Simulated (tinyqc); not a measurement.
# Threshold switch as oscillator and as selector in a crossbar: what changes with what

Off state: I = Ith sinh(V/V0)/sinh(Vth/V0) up to Vth. On state: V = Vh + I Ron down to the holding current Ih, at Vl = Vh + Ih Ron. Switching is instantaneous.

Values chosen for this exercise; values of the order of Ge-Sb-Te and related chalcogenides:

| symbol | value | unit | meaning |
|---|---|---|---|
| Vth | 2.8 | V | threshold voltage |
| Vh | 1.09 | V | holding voltage |
| Ron | 0.65 | kohm | on-state resistance |
| Ith | 0.71 | uA | current at threshold |
| V0 | 0.2 | V | voltage scale of the off-state sinh |
| Ih | 49 | uA | holding current |
| C | 210 | fF | capacitance across the switch |
| Iw | 30 | uA | write current |
| Vs | 4.45 | V | supply voltage |

Each table varies one quantity; the others keep the values above.

## Frequency against load

With a load RL from Vs and C across the switch, it oscillates if the load line misses both branches: (Vs - Vl)/Ih < RL < (Vs - Vth)/Ith. Charging without leakage takes RL C ln[(Vs - Vl)/(Vs - Vth)]; discharging takes (RL || Ron) C ln[(Vth - Ve)/(Vl - Ve)], Ve = (Vs Ron + Vh RL)/(Ron + RL). Here the charging time includes the off-state leakage: the integral of C dV/[(Vs - V)/RL - I(V)].

Result of one run:

| RL (kohm) | charging, no leakage (ns) | charging (ns) | discharging (ns) | frequency (MHz) |
|---|---|---|---|---|
| 1100 | 162.1 | 177.0 | 0.5520 | 5.634 |

What becomes of these results when the load resistance RL is changed from 1100 to 380 kohm, all else the same?

Result of the changed run:

| RL (kohm) | charging, no leakage (ns) | charging (ns) | discharging (ns) | frequency (MHz) |
|---|---|---|---|---|
| 380 | 55.99 | 57.41 | 0.5694 | 17.25 |

The whole series:

| RL (kohm) | charging, no leakage (ns) | charging (ns) | discharging (ns) | frequency (MHz) |
|---|---|---|---|---|
| 98 | 14.44 | 14.53 | 0.6994 | 65.67 |
| 140 | 20.63 | 20.81 | 0.6308 | 46.64 |
| 190 | 28.00 | 28.33 | 0.6016 | 34.56 |
| 270 | 39.78 | 40.48 | 0.5815 | 24.35 |
| 380 | 55.99 | 57.41 | 0.5694 | 17.25 |
| 540 | 79.57 | 82.56 | 0.5612 | 12.03 |
| 750 | 110.5 | 116.6 | 0.5561 | 8.532 |
| 1100 | 162.1 | 177.0 | 0.5520 | 5.634 |
| 1500 | 221.0 | 254.0 | 0.5497 | 3.928 |
| 2100 | 309.4 | 415.7 | 0.5480 | 2.403 |

The frequency falls from 65.7 to 2.40 MHz, as RL^(-0.96) between the first two rows and RL^(-1.46) between the last two. Leakage lengthens the charging by 0.61 % in the first row and 34 % in the last; the period diverges at RL = 2320 kohm.

## Array size against supply voltage

In an N x N array driven at Vs, the V/2 scheme puts Vs/2 on 2 (N - 1) cells; the V/3 scheme puts Vs/3 on all N^2 - 1 others, N - 1 of them on the selected row. Row leakage is (N - 1) I; wasted power is the number of cells times V I. The largest N keeps the row leakage below a tenth of Iw.

Array size against supply voltage:

| Vs (V) | I at Vs/2 (nA) | largest N, V/2 | largest N, V/3 |
|---|---|---|---|
| 2.94 | 0.9188 | 3266 | 3.784e4 |
| 3.3 | 2.260 | 1329 | 2.077e4 |
| 3.66 | 5.558 | 540.7 | 1.140e4 |
| 4.02 | 13.67 | 220.4 | 6256 |
| 4.38 | 33.62 | 90.22 | 3434 |
| 4.74 | 82.70 | 37.27 | 1885 |
| 5.1 | 203.4 | 15.75 | 1035 |
| 5.46 | 500.3 | 6.996 | 568.4 |

What does the comparison show?

The half-select current grows a decade every 2 V0 ln 10 = 0.921 V, so the largest N falls from 3270 to 7.00 in the V/2 scheme and from 37800 to 568 in the V/3 scheme. Vs must stay below 2 Vth = 5.60 V (V/2) or half-selected cells switch.

Range of the model: Delay times, drift of Vth and line resistance are left out.

Program tinyqc, `OMP_NUM_THREADS=1 python tinyqc.py 2490012 2490013 out.jsonl`; Intel Xeon 2.30GHz, shared host, one thread, about 0.01 s.
